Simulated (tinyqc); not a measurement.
Worked calculation: Raman line shape of confined optical phonons and breathing modes of small crystals. Computed by tinyqc, a small Python program that keeps every step. Command: `OMP_NUM_THREADS=1 python tinyqc.py 3028587 3028588 out.jsonl confine walk`. One thread of a shared host (Intel(R) Xeon(R) Processor @ 2.30GHz), about 0.02 s of CPU time with the checks. Intermediate numbers are printed to about 6 digits and carried at full precision; extremes and crossings named in words are read from the listed rows.

Confinement in 2 direction(s) lets phonons with q away from zero scatter light. q is in units of 2 pi/a, from 0 to 1, and the branch is isotropic: omega(q)^2 = (omega_0^2 + omega_X^2)/2 + ((omega_0^2 - omega_X^2)/2) cos(pi q). The model and its constant beta are phenomenological; beta = 8 is the common choice.

Inputs (values chosen for the exercise, modelled on silicon):

| quantity | value | unit |
|---|---|---|
| bulk frequency omega_0 | 520.9 | 1/cm |
| frequency at the zone boundary omega_X | 413 | 1/cm |
| natural width Gamma_0 | 3.3 | 1/cm |
| lattice constant a | 5.431 | angstrom |
| size L | 3 | nm |
| confinement constant beta | 8 | - |
| probe offset omega - omega_0 | -12 | 1/cm |

Shape: wire.

## Range of wave vectors

Weight W(q) = q^1 exp(-(2 L q/a)^2/(2 beta)) dq, that is exp(-k^2 L^2/(2 beta pi^2)) for k = 2 pi q/a. Width q_c = a sqrt(2 beta)/(2 L), where the exponential falls to 1/e; curvature of the branch: omega(q) = omega_0 - c q^2, c = pi^2 (omega_0^2 - omega_X^2)/(8 omega_0); for small q_c the mean of q^2 is (number of confined directions) q_c^2/2, and the mean shift is -c times that.

q_c = 0.362067 2 pi/a

curvature c = 238.659 1/cm

mean shift, quadratic estimate = -31.2863 1/cm

omega(q_c) - omega_0 = -28.8544 1/cm

## Intensity at one frequency

I(omega) = int W(q) / [(omega - omega(q))^2 + (Gamma_0/2)^2] dq / int W dq x (Gamma_0/2)^2, by 400 Gauss-Legendre points on 0 < q < min(1, 2.5 a sqrt(2 beta)/L). Bulk Lorentzian 1/(1 + (2 offset/Gamma)^2); mean shift = weighted mean of omega(q) less the bulk frequency.

I at the probe offset = 0.111097

bulk Lorentzian there = 0.0185554

mean shift, from the weights = -26.4490 1/cm

## Peak, width and asymmetry

The peak is the maximum of I; the width is taken between the half-maximum points, and the asymmetry is the low-side half-width over the high-side one.

peak shift = -4.7428 1/cm

full width = 33.342 1/cm

asymmetry = 5.4806

peak height (bulk = 1) = 0.12491

The peak moves 18 % as far as the mean: the tail on the low side carries the rest. A shift without broadening or asymmetry would point to stress, not size.

## Line shape against size

The formulas are those given above.

Line shape:

| L (nm) | peak shift (1/cm) | full width (1/cm) | asymmetry | mean shift, quadratic estimate (1/cm) |
|---|---|---|---|---|
| 3 | -4.7428 | 33.342 | 5.4806 | -31.2863 |
| 3.6 | -3.8919 | 24.115 | 4.533 | -21.7266 |
| 4.4 | -3.1585 | 17.385 | 3.6985 | -14.5443 |
| 5.5 | -2.5146 | 12.476 | 2.9659 | -9.30832 |
| 7 | -1.9623 | 9.0557 | 2.3567 | -5.74646 |
| 10 | -1.3362 | 6.1034 | 1.7253 | -2.81577 |
| 15 | -0.81884 | 4.4258 | 1.2991 | -1.25145 |
| 25 | -0.38796 | 3.5717 | 1.0617 | -0.450523 |

The peak shift falls with exponent -1.08 at the small end and -1.46 at the large end. For still larger L it tends to the mean shift, which goes as 1/L^2; the ratio is 0.15 in the first row and 0.86 in the last. The width exceeds Gamma_0 by over 10 % for L up to 15 nm. In a wire the factor q lowers the weight at q = 0.

Checks made by the program: mean shift of a large crystal against the quadratic estimate (relative difference 4e-05).
